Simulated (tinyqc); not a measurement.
Electromigration in a confined line: Blech product, Korhonen stress evolution and Black's law: one step, computed by the program tinyqc.

The electron wind pushes atoms from the cathode (x = 0) to the anode (x = L); blocking ends build a back stress (tension positive). The input rho is taken not to change with temperature. d sigma/dt = d/dx [kappa (d sigma/dx + G)], with zero flux at both ends and sigma = sigma_0 at t = 0.

Task: Steady state and Blech product. At steady state sigma(x) = sigma_0 + G (L/2 - x). A void forms only if the cathode stress reaches sigma_c, that is if j L exceeds (j L)_c = 2 Omega (sigma_c - sigma_0)/(Z* e rho). Time scale tau = L^2/kappa.

Inputs (values chosen for the exercise, close to those used for copper lines):
```
quantity                    value          unit
resistivity rho              4.02  micro-ohm cm
atomic volume Omega          11.8    angstrom^3
effective charge number Z*   0.97             -
critical stress sigma_c       110           MPa
initial stress sigma_0         22           MPa
current density j             2.1       MA/cm^2
line length L                  86            um
test temperature T            270             C
```

Start: thermal stress.

stress gradient G = 11.11848 MPa/um

kappa = 1.310394e-14 m^2/s

Constants: e = 1.602176634e-19 C.

Give: steady cathode stress; j L; critical product (j L)_c; tau.

Result:

steady cathode stress = 500.1 MPa

j L = 18060 A/cm

critical product (j L)_c = 3324 A/cm

tau = 156.8 h

j L is 5.43 times the critical product: the line can fail. Caution: a steady stress above sigma_c is formal, since a void forms first.
